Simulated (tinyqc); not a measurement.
Inside a calculation. Method: MP2 on RHF in the sto-6g basis, frozen core, for BeH2, spin multiplicity 1. One step of it, computed by the program tinyqc.

Question. Second-order Moller-Plesset energy. E2 = sum_ijab (ia|jb) [2 (ia|jb) - (ib|ja)] / (e_i + e_j - e_a - e_b) over occupied i, j and virtual a, b; the opposite-spin part is (ia|jb)^2 / denominator, the rest is same-spin, and SCS-MP2 scales them by 6/5 and 1/3.

orbital energies (hartree): MO1 -4.589715, MO2 -0.459474, MO3 -0.423202, MO4 0.208417, MO5 0.208417, MO6 0.459681, MO7 0.939262

Two-electron integrals over orbitals (pq|rs), unique and non-zero (hartree); the lowest 1 orbital is frozen and left out:
```
(22|22) 0.410804    (32|22) -0.044637   (32|32) 0.154406    (33|22) 0.400980
(33|32) 0.037129    (33|33) 0.444587    (42|42) 0.048353    (43|42) 0.004145
(43|43) 0.015117    (44|22) 0.368722    (44|32) -0.000281   (44|33) 0.356083
(44|44) 0.450117    (52|52) 0.048353    (53|52) 0.004145    (53|53) 0.015117
(54|54) 0.024258    (55|22) 0.368722    (55|32) -0.000281   (55|33) 0.356083
(55|44) 0.401601    (55|55) 0.450117    (62|22) -0.027909   (62|32) 0.013235
(62|33) -0.043696   (62|44) 0.052285    (62|55) 0.052285    (62|62) 0.077221
(63|22) 0.022001    (63|32) -0.090091   (63|33) -0.029854   (63|44) 0.010582
(63|55) 0.010582    (63|62) 0.004118    (63|63) 0.083975    (64|42) 0.046934
(64|43) 0.006584    (64|64) 0.051459    (65|52) 0.046934    (65|53) 0.006584
(65|65) 0.051459    (66|22) 0.395631    (66|32) 0.006512    (66|33) 0.410092
(66|44) 0.369172    (66|55) 0.369172    (66|62) -0.031969   (66|63) -0.010097
(66|66) 0.412907    (72|22) 0.014856    (72|32) -0.044357   (72|33) -0.006011
(72|44) -0.008010   (72|55) -0.008010   (72|62) -0.017899   (72|63) 0.059315
(72|66) 0.001914    (72|72) 0.059062    (73|22) -0.006143   (73|32) -0.000138
(73|33) -0.021204   (73|44) 0.058726    (73|55) 0.058726    (73|62) 0.071291
(73|63) 0.017739    (73|66) -0.024711   (73|72) -0.006982   (73|73) 0.081512
(74|42) -0.003580   (74|43) 0.013397    (74|64) -0.001314   (74|74) 0.016523
(75|52) -0.003580   (75|53) 0.013397    (75|65) -0.001314   (75|75) 0.016523
(76|22) -0.037148   (76|32) 0.138308    (76|33) 0.037459    (76|44) -0.000502
(76|55) -0.000502   (76|62) 0.010521    (76|63) -0.093512   (76|66) 0.008972
(76|72) -0.055995   (76|73) -0.002778   (76|76) 0.140207    (77|22) 0.431848
(77|32) -0.012283   (77|33) 0.444583    (77|44) 0.391032    (77|55) 0.391032
(77|62) -0.036611   (77|63) 0.002811    (77|66) 0.436662    (77|72) 0.008800
(77|73) -0.010962   (77|76) -0.008118   (77|77) 0.490194
```

Hartree-Fock energy = -15.72364605 hartree

Give: Terms; Pair energies; MP2 correlation energy; SCS-MP2 correlation energy; MP2 total energy.

Answer.

Terms:
```
i  j  a  b  (ia|jb)  (ib|ja)  denominator       term
3  3  6  6   0.0840   0.0840      -1.7658    -0.0040
2  2  6  6   0.0772   0.0772      -1.8383    -0.0032
2  3  6  7   0.0713   0.0593      -2.2816    -0.0026
3  2  7  6   0.0713   0.0593      -2.2816    -0.0026
3  3  7  7   0.0815   0.0815      -2.7249    -0.0024
2  2  5  5   0.0484   0.0484      -1.3358    -0.0018
2  2  4  4   0.0484   0.0484      -1.3358    -0.0018
2  2  7  7   0.0591   0.0591      -2.7975    -0.0012
2  3  7  6   0.0593   0.0713      -2.2816    -0.0012
3  2  6  7   0.0593   0.0713      -2.2816    -0.0012
3  3  5  5   0.0151   0.0151      -1.2632  -1.81e-04
3  3  4  4   0.0151   0.0151      -1.2632  -1.81e-04
3  3  7  6   0.0177   0.0177      -2.2453  -1.40e-04
3  3  6  7   0.0177   0.0177      -2.2453  -1.40e-04
2  2  6  7  -0.0179  -0.0179      -2.3179  -1.38e-04
2  2  7  6  -0.0179  -0.0179      -2.3179  -1.38e-04
2  3  7  7  -0.0070  -0.0070      -2.7612  -1.77e-05
3  2  7  7  -0.0070  -0.0070      -2.7612  -1.77e-05
3  2  5  5   0.0041   0.0041      -1.2995  -1.32e-05
3  2  4  4   0.0041   0.0041      -1.2995  -1.32e-05
2  3  5  5   0.0041   0.0041      -1.2995  -1.32e-05
2  3  4  4   0.0041   0.0041      -1.2995  -1.32e-05
2  3  6  6   0.0041   0.0041      -1.8020  -9.41e-06
3  2  6  6   0.0041   0.0041      -1.8020  -9.41e-06
```

Pair energies (hartree; pair i-j sums ij and ji):
```
pair  opposite spin  same spin
2-2         -0.0083          0
3-2         -0.0076  -1.26e-04
3-3         -0.0071          0
```

MP2 correlation energy = -0.023114 hartree

SCS-MP2 correlation energy = -0.027627 hartree

MP2 total energy = -15.746760 hartree
